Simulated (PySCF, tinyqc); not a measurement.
Worked calculation: RHF in the sto-6g basis, for B+, spin multiplicity 1. The lowest restricted solution is unstable here: a spin-polarised one lies 0.0000 hartree lower (PySCF). Computed by tinyqc, a small Python program that keeps every step (integrals from PySCF). Settings: charge = 1, multiplicity = 1, basis = sto-6g, energy threshold = 1e-10, iteration cap = 85, orthogonalisation = canonical, start = random, DIIS depth = 0, method = RHF. Command: `OMP_NUM_THREADS=1 python tinyqc.py 21279 21280 out.jsonl` (the two numbers bound the seeds that draw the settings). One thread of a shared host (Intel(R) Xeon(R) Processor @ 2.60GHz), about 0.07 s of CPU time with the checks. Later iterations appear only in the table of the cycle.

## One-electron integrals

Geometry (angstrom):
```
atom        x        y        z
B     0.00000  0.00000  0.00000
```

Basis sto-6g: exponents (1/bohr^2) and contraction coefficients of normalised primitives:
```
element  l (shell)   exponent  coefficient
B            s (1)  506.01115      0.00916
B            s (1)   92.77681      0.04936
B            s (1)   25.95566      0.16854
B            s (1)    8.91645      0.37056
B            s (1)    3.46251      0.41649
B            s (1)    1.42605      0.13033
B            s (2)   23.19458     -0.01325
B            s (2)    4.59081     -0.04699
B            s (2)    1.42682     -0.03379
B            s (2)    0.54895      0.25024
B            s (2)    0.23841      0.59512
B            s (2)    0.10928      0.24071
B            p (3)   23.19458      0.00376
B            p (3)    4.59081      0.03768
B            p (3)    1.42682      0.17390
B            p (3)    0.54895      0.41804
B            p (3)    0.23841      0.42586
B            p (3)    0.10928      0.10171
```

Overlap, kinetic and nuclear-attraction integrals over the contracted functions; the nuclear repulsion is the sum of Za Zb / Rab.

nuclear repulsion = 0 hartree

overlap S, lower triangle:
```
          1B 1s    1B 2s   1B 2px   1B 2py   1B 2pz
1B 1s   1.00000
1B 2s   0.26489  1.00000
1B 2px  0.00000  0.00000  1.00000
1B 2py  0.00000  0.00000  0.00000  1.00000
1B 2pz  0.00000  0.00000  0.00000  0.00000  1.00000
```

kinetic energy T (hartree), lower triangle:
```
           1B 1s    1B 2s   1B 2px   1B 2py   1B 2pz
1B 1s   10.94724
1B 2s   -0.33388  0.37450
1B 2px   0.00000  0.00000  1.12503
1B 2py   0.00000  0.00000  0.00000  1.12503
1B 2pz   0.00000  0.00000  0.00000  0.00000  1.12503
```

nuclear attraction V (hartree), lower triangle:
```
            1B 1s     1B 2s    1B 2px    1B 2py    1B 2pz
1B 1s   -23.39172
1B 2s    -2.74419  -3.75015
1B 2px    0.00000   0.00000  -3.74998
1B 2py    0.00000   0.00000   0.00000  -3.74998
1B 2pz    0.00000   0.00000   0.00000   0.00000  -3.74998
```

core Hamiltonian H = T + V (hartree), lower triangle:
```
            1B 1s     1B 2s    1B 2px    1B 2py    1B 2pz
1B 1s   -12.44448
1B 2s    -3.07807  -3.37565
1B 2px    0.00000   0.00000  -2.62495
1B 2py    0.00000   0.00000   0.00000  -2.62495
1B 2pz    0.00000   0.00000   0.00000   0.00000  -2.62495
```

## Two-electron integrals

Functions are numbered as in S; the eight-fold symmetry (ij|kl) = (ji|kl) = (kl|ij) leaves the list below.

Two-electron integrals (ij|kl) in chemists' order, unique and non-zero (hartree):
```
(11|11) 2.92499   (21|11) 0.48076   (21|21) 0.09948   (22|11) 0.74345
(22|21) 0.18897   (22|22) 0.54492   (31|31) 0.02110   (32|31) 0.03085
(32|32) 0.12044   (33|11) 0.74345   (33|21) 0.18897   (33|22) 0.54492
(33|33) 0.58711   (41|41) 0.02110   (42|41) 0.03085   (42|42) 0.12044
(43|43) 0.03164   (44|11) 0.74345   (44|21) 0.18897   (44|22) 0.54492
(44|33) 0.52383   (44|44) 0.58711   (51|51) 0.02110   (52|51) 0.03085
(52|52) 0.12044   (53|53) 0.03164   (54|54) 0.03164   (55|11) 0.74345
(55|21) 0.18897   (55|22) 0.54492   (55|33) 0.52383   (55|44) 0.52383
(55|55) 0.58711
```

## Orthogonalisation

S = U s U^T; canonical form X = U s^(-1/2), so that X^T S X = 1. Each column of U has its largest component positive (the first on a tie).

eigenvalues of S: 0.73511  1.00000  1.00000  1.00000  1.26489

X:
```
               1        2        3        4        5
1B 1s    0.82473  0.00000  0.00000  0.00000  0.62872
1B 2s   -0.82473  0.00000  0.00000  0.00000  0.62872
1B 2px   0.00000  1.00000  0.00000  0.00000  0.00000
1B 2py   0.00000  0.00000  1.00000  0.00000  0.00000
1B 2pz   0.00000  0.00000  0.00000  1.00000  0.00000
```

Within a degenerate level the vectors are fixed only up to a rotation; this is one choice.

## Starting guess

The start is random orthonormal orbitals; D = 2 C_occ C_occ^T.

D at the start, lower triangle:
```
           1B 1s     1B 2s   1B 2px   1B 2py   1B 2pz
1B 1s    1.16420
1B 2s   -0.60885   1.07884
1B 2px   0.34323  -0.39896  0.16452
1B 2py   0.71390  -0.68747  0.30113  0.56753
1B 2pz  -0.59195  -0.58249  0.08292  0.00550  1.34746
```

## Iteration 1: building the Fock matrix

J_ij = sum D_kl (ij|kl), K_ij = sum D_kl (ik|jl); F = H + J - 0.5 K; E = tr D H + tr D J / 2 - 0.25 tr D K + E_nn.

Coulomb J (hartree), lower triangle:
```
           1B 1s     1B 2s   1B 2px   1B 2py   1B 2pz
1B 1s    5.16794
1B 2s    1.03538   2.35648
1B 2px  -0.01014  -0.07492  2.32302
1B 2py  -0.01230  -0.12155  0.01906  2.34853
1B 2pz  -0.06092  -0.17684  0.00525  0.00035  2.39788
```

exchange K (hartree), lower triangle:
```
           1B 1s     1B 2s   1B 2px   1B 2py   1B 2pz
1B 1s    2.97105
1B 2s    0.31450   0.72406
1B 2px   0.17472  -0.19000  0.27411
1B 2py   0.39469  -0.30049  0.16727  0.49797
1B 2pz  -0.58061  -0.51769  0.04606  0.00306  0.93120
```

Fock matrix F (hartree), lower triangle:
```
           1B 1s     1B 2s    1B 2px    1B 2py    1B 2pz
1B 1s   -8.76207
1B 2s   -2.19994  -1.38120
1B 2px  -0.09750   0.02008  -0.43898
1B 2py  -0.20965   0.02870  -0.06458  -0.52541
1B 2pz   0.22939   0.08200  -0.01778  -0.00118  -0.69267
```

total energy of this density = -15.4932795 hartree

## Iteration 1: diagonalisation and new density

Diagonalise F' = X^T F X, C = X C', fill 2 alpha and 2 beta electrons from the bottom; D = 2 C_occ C_occ^T. Each column has its largest component positive (the first on a tie).

F' = X^T F X (hartree), lower triangle:
```
          1         2         3         4         5
1  -3.90649
2  -0.09697  -0.43898
3  -0.19657  -0.06458  -0.52541
4   0.12155  -0.01778  -0.00118  -0.69267
5  -3.82714  -0.04867  -0.11377   0.19578  -5.74878
```

orbital energies (hartree): MO1 -8.77714, MO2 -0.92004, MO3 -0.68386, MO4 -0.52759, MO5 -0.40370

coefficients C:
```
             MO1       MO2       MO3       MO4       MO5
1B 1s    1.00352  -0.24409  -0.00700  -0.09376   0.00000
1B 2s   -0.01679   0.99418   0.13805   0.26026   0.00000
1B 2px   0.01191  -0.12544   0.05672   0.44984   0.88235
1B 2py   0.02564  -0.22286  -0.00378   0.85496  -0.46766
1B 2pz  -0.02827  -0.12327   0.98903  -0.05557  -0.05239
```

D after iteration 1, lower triangle:
```
           1B 1s     1B 2s   1B 2px   1B 2py   1B 2pz
1B 1s    2.13325
1B 2s   -0.51903   1.97733
1B 2px   0.08515  -0.24981  0.03175
1B 2py   0.16026  -0.44399  0.05652  0.10065
1B 2pz   0.00343  -0.24415  0.03025  0.05349  0.03199
```

## Iteration 2: building the Fock matrix

As before.

Coulomb J (hartree), lower triangle:
```
           1B 1s     1B 2s   1B 2px   1B 2py   1B 2pz
1B 1s    7.33295
1B 2s    1.32702   2.55688
1B 2px  -0.01182  -0.05492  2.55542
1B 2py  -0.02064  -0.09706  0.00358  2.55978
1B 2pz  -0.01492  -0.05860  0.00191  0.00339  2.55543
```

exchange K (hartree), lower triangle:
```
           1B 1s     1B 2s   1B 2px   1B 2py   1B 2pz
1B 1s    5.94086
1B 2s    0.96679   1.11336
1B 2px   0.01018  -0.14750  0.27397
1B 2py   0.02493  -0.26018  0.03140  0.31224
1B 2pz  -0.05105  -0.16170  0.01680  0.02971  0.27410
```

Fock matrix F (hartree), lower triangle:
```
           1B 1s     1B 2s    1B 2px    1B 2py    1B 2pz
1B 1s   -8.08196
1B 2s   -2.23445  -1.37545
1B 2px  -0.01691   0.01883  -0.20652
1B 2py  -0.03310   0.03303  -0.01212  -0.22129
1B 2pz   0.01060   0.02225  -0.00649  -0.01147  -0.20657
```

total energy of this density = -24.1003826 hartree

## Iteration 2: diagonalisation and new density

As before.

F' = X^T F X (hartree), lower triangle:
```
          1         2         3         4         5
1  -3.39305
2  -0.02948  -0.20652
3  -0.05454  -0.01212  -0.22129
4  -0.00960  -0.00649  -0.01147  -0.20657
5  -3.47748   0.00120  -0.00004   0.02065  -5.50494
```

orbital energies (hartree): MO1 -8.08344, MO2 -0.81971, MO3 -0.22930, MO4 -0.20021, MO5 -0.19971

coefficients C:
```
             MO1       MO2       MO3       MO4       MO5
1B 1s    0.99624  -0.28645  -0.02989   0.00520   0.00000
1B 2s    0.01382   1.03258   0.09487  -0.00691   0.00000
1B 2px   0.00211  -0.04144   0.43874  -0.16504   0.88235
1B 2py   0.00414  -0.07434   0.77858  -0.41179  -0.46766
1B 2pz  -0.00137  -0.03434   0.43925   0.89618  -0.05239
```

D after iteration 2, lower triangle:
```
           1B 1s     1B 2s   1B 2px   1B 2py   1B 2pz
1B 1s    2.14908
1B 2s   -0.56402   2.13283
1B 2px   0.02795  -0.08552  0.00344
1B 2py   0.05083  -0.15341  0.00618  0.01109
1B 2pz   0.01694  -0.07096  0.00284  0.00509  0.00236
```

## Iteration 3: building the Fock matrix

As before.

Coulomb J (hartree), lower triangle:
```
           1B 1s     1B 2s   1B 2px   1B 2py   1B 2pz
1B 1s    7.34196
1B 2s    1.32719   2.55601
1B 2px  -0.00410  -0.01888  2.55587
1B 2py  -0.00732  -0.03382  0.00039  2.55635
1B 2pz  -0.00366  -0.01605  0.00018  0.00032  2.55580
```

exchange K (hartree), lower triangle:
```
           1B 1s     1B 2s   1B 2px   1B 2py   1B 2pz
1B 1s    5.95629
1B 2s    0.96131   1.16490
1B 2px   0.00257  -0.05076  0.26986
1B 2py   0.00514  -0.09090  0.00343  0.27411
1B 2pz  -0.00265  -0.04349  0.00158  0.00283  0.26926
```

Fock matrix F (hartree), lower triangle:
```
           1B 1s     1B 2s    1B 2px    1B 2py    1B 2pz
1B 1s   -8.08066
1B 2s   -2.23154  -1.40209
1B 2px  -0.00538   0.00650  -0.20402
1B 2py  -0.00989   0.01163  -0.00133  -0.20565
1B 2pz  -0.00234   0.00570  -0.00061  -0.00109  -0.20378
```

total energy of this density = -24.1828229 hartree

## Iteration 3: diagonalisation and new density

As before.

F' = X^T F X (hartree), lower triangle:
```
          1         2         3         4         5
1  -3.41425
2  -0.00980  -0.20402
3  -0.01775  -0.00133  -0.20565
4  -0.00663  -0.00061  -0.00109  -0.20378
5  -3.46299   0.00070   0.00109   0.00211  -5.51266
```

orbital energies (hartree): MO1 -8.08191, MO2 -0.84553, MO3 -0.20636, MO4 -0.20328, MO5 -0.20328

coefficients C:
```
            MO1       MO2       MO3       MO4       MO5
1B 1s   0.99633  -0.28757  -0.00963   0.00040   0.00000
1B 2s   0.01353   1.03653   0.02965  -0.00051   0.00000
1B 2px  0.00067  -0.01298   0.45108  -0.13344   0.88235
1B 2py  0.00123  -0.02333   0.80897  -0.35540  -0.46766
1B 2pz  0.00029  -0.01030   0.37585   0.92514  -0.05239
```

D after iteration 3, lower triangle:
```
           1B 1s     1B 2s   1B 2px   1B 2py   1B 2pz
1B 1s    2.15074
1B 2s   -0.56919   2.14917
1B 2px   0.00880  -0.02689  0.00034
1B 2py   0.01587  -0.04834  0.00061  0.00109
1B 2pz   0.00650  -0.02135  0.00027  0.00048  0.00021
```

Within a degenerate level the vectors are fixed only up to a rotation; this is one choice.

## Iteration 12 (converged): orbitals

converged F (hartree), lower triangle:
```
           1B 1s     1B 2s    1B 2px    1B 2py    1B 2pz
1B 1s   -8.08056
1B 2s   -2.23104  -1.40516
1B 2px   0.00000   0.00000  -0.20373
1B 2py   0.00000   0.00000   0.00000  -0.20373
1B 2pz   0.00000   0.00000   0.00000   0.00000  -0.20373
```

As before.

F' = X^T F X (hartree), lower triangle:
```
          1         2         3         4         5
1  -3.41694
2   0.00000  -0.20373
3   0.00000   0.00000  -0.20373
4   0.00000   0.00000   0.00000  -0.20373
5  -3.46135   0.00000   0.00000   0.00000  -5.51344
```

orbital energies (hartree): MO1 -8.08178, MO2 -0.84860, MO3 -0.20373, MO4 -0.20373, MO5 -0.20373

coefficients C:
```
            MO1       MO2      MO3       MO4       MO5
1B 1s   0.99635  -0.28767  0.00000   0.00000   0.00000
1B 2s   0.01347   1.03696  0.00000   0.00000   0.00000
1B 2px  0.00000   0.00000  0.45413   0.78064   0.42937
1B 2py  0.00000   0.00000  0.81707  -0.17278  -0.55004
1B 2pz  0.00000   0.00000  0.35520  -0.60062   0.71630
```

D after iteration 12, lower triangle:
```
           1B 1s    1B 2s   1B 2px   1B 2py   1B 2pz
1B 1s    2.15092
1B 2s   -0.56976  2.15092
1B 2px   0.00000  0.00000  0.00000
1B 2py   0.00000  0.00000  0.00000  0.00000
1B 2pz   0.00000  0.00000  0.00000  0.00000  0.00000
```

Within a degenerate level the vectors are fixed only up to a rotation; this is one choice.

## Convergence

Stop when the energy changes by less than 1e-10 hartree and every element of the error matrix X^T (F D S - S D F) X is below 3e-06.

Course of the cycle:
```
iteration  E (hartree)     change  largest element of the error matrix
1          -15.4932795          -                             4.87e+00
2          -24.1003826  -8.61e+00                             4.50e-01
3          -24.1828229  -8.24e-02                             7.97e-02
4          -24.1898133  -6.99e-03                             2.46e-02
5          -24.1904896  -6.76e-04                             7.66e-03
6          -24.1905554  -6.58e-05                             2.39e-03
7          -24.1905618  -6.39e-06                             7.44e-04
8          -24.1905624  -6.21e-07                             2.32e-04
9          -24.1905624  -6.04e-08                             7.23e-05
10         -24.1905624  -5.87e-09                             2.26e-05
11         -24.1905624  -5.71e-10                             7.03e-06
12         -24.1905624  -5.55e-11                             2.19e-06
```

PySCF RHF in the same basis = -24.1905624 hartree

Converged in 12 iterations.

## Populations

Mulliken: Z minus the diagonal of D S on the atom; Loewdin: the same with S^(1/2) D S^(1/2).

Charges (e):
```
atom  Mulliken  Loewdin
1B     1.00000  1.00000
```
